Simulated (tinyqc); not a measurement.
Landau-Devonshire theory of a uniaxial ferroelectric: one step, computed by the program tinyqc.

G(P) = (alpha/2) P^2 + (beta*/4) P^4 + (gamma/6) P^6 - E P per volume, SI units, one domain, P along the polar axis, which is normal to the film.

Question. A capacitor with imperfect screening. Between shorted electrodes with screening length lambda each, the depolarising field is -k P, k = 2 lambda/(eps_0 (d + 2 lambda eps_b)), so alpha turns into alpha + k. Ps^2 = [-beta* + sqrt(beta*^2 - 4 alpha gamma)]/(2 gamma). The polar state is the lowest uniform state while alpha + k < 0 (beta* > 0) or < 3 beta*^2/(16 gamma) (beta* < 0); setting the equality gives the critical thickness d_c.

Inputs (values chosen for the exercise, modelled on lead titanate): Curie-Weiss temperature T0 = 752 K; temperature T = 573 K; film thickness d = 8.9 nm; screening length lambda = 0.011 nm; background permittivity eps_b = 10.

Sample: epitaxial film.

alpha = -1.852589e+08 J m/C^2

beta* = 2.076364e+08 J m^5/C^4

Constants: eps_0 = 8.8541878128e-12 F/m.

Give: depolarising coefficient k; polarisation of the film; size of the depolarising field; critical thickness d_c.

Answer.

depolarising coefficient k = 2.7245e+08 J m/C^2

polarisation of the film = 0 microcoulomb/cm^2

size of the depolarising field = 0 MV/m

critical thickness d_c = 13.192 nm

The film is thinner than d_c, so the uniform polar state is not the lowest one; a real film may break into domains or be non-polar.
